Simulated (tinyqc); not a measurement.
Plane-averaged potentials: correction of a charged-defect supercell by a model charge and potential alignment (plane-averaged potentials). Computed by tinyqc, a small Python program. Command: `OMP_NUM_THREADS=1 python tinyqc.py 3111988 3111989 out.jsonl align walk`. One thread of a shared host (Intel(R) Xeon(R) Processor @ 2.30GHz), about 0.01 s of CPU time with the checks.

The "true" defect charge is (1 - x) q in a Gaussian of width sigma plus x q in one of width sigma_t, so the exact answer is known; the correction sees only a single model Gaussian of width sigma_m. A Gaussian of width s has the transform rho(G) = exp(-G^2 s^2/2), normalised to 1. A uniform background cancels q, so G = 0 is left out. Potentials are those felt by a unit positive charge. E_0 is the formation energy of the isolated defect, E_cell its value in the supercell, E_lat = E_iso - E_per of the model charge, C the true less the model potential far from the defect; the exact correction is E_0 - E_cell, and the error of a scheme is E_cell plus its correction less E_0.

Inputs (values chosen for the exercise, with screening close to that of HfO2):

| quantity | value | unit |
|---|---|---|
| defect charge q | 1 | e |
| dielectric constant eps | 21.4 | - |
| edge of the cubic cell L | 10.2 | angstrom |
| width sigma of the true defect charge | 0.82 | angstrom |
| width sigma_m of the model charge | 0.73 | angstrom |
| share x of the charge in a wide tail | 0.19 | - |
| width sigma_t of the tail | 1.7 | angstrom |

Constants: e^2/(4 pi eps_0) = 14.39964548 eV angstrom.

Method. Plane-averaged potential at distance z from the defect: V(z) = (4 pi q/(eps L^3)) (e^2/(4 pi eps_0 e)) sum_(m != 0) rho(G_m) cos(G_m z)/G_m^2, G_m = 2 pi m/L, |m| <= 40.

Potentials (V):

| z/L | z (angstrom) | true | model | difference |
|---|---|---|---|---|
| 0.00 | 0.00 | 0.041431 | 0.047536 | -0.0061049 |
| 0.05 | 0.51 | 0.037964 | 0.043020 | -0.0050564 |
| 0.10 | 1.02 | 0.028942 | 0.031712 | -0.0027705 |
| 0.15 | 1.53 | 0.017304 | 0.017969 | -0.0006657 |
| 0.20 | 2.04 | 0.005536 | 0.004840 | 0.0006953 |
| 0.25 | 2.55 | -0.005061 | -0.006516 | 0.0014547 |
| 0.30 | 3.06 | -0.013980 | -0.015838 | 0.0018585 |
| 0.35 | 3.57 | -0.021028 | -0.023092 | 0.0020642 |
| 0.40 | 4.08 | -0.026111 | -0.028273 | 0.0021619 |
| 0.45 | 4.59 | -0.029179 | -0.031382 | 0.0022032 |
| 0.50 | 5.10 | -0.030204 | -0.032418 | 0.0022143 |

What follows from these numbers?

The difference moves by 0.05 mV between z/L = 0.4 and 0.5: a plateau.
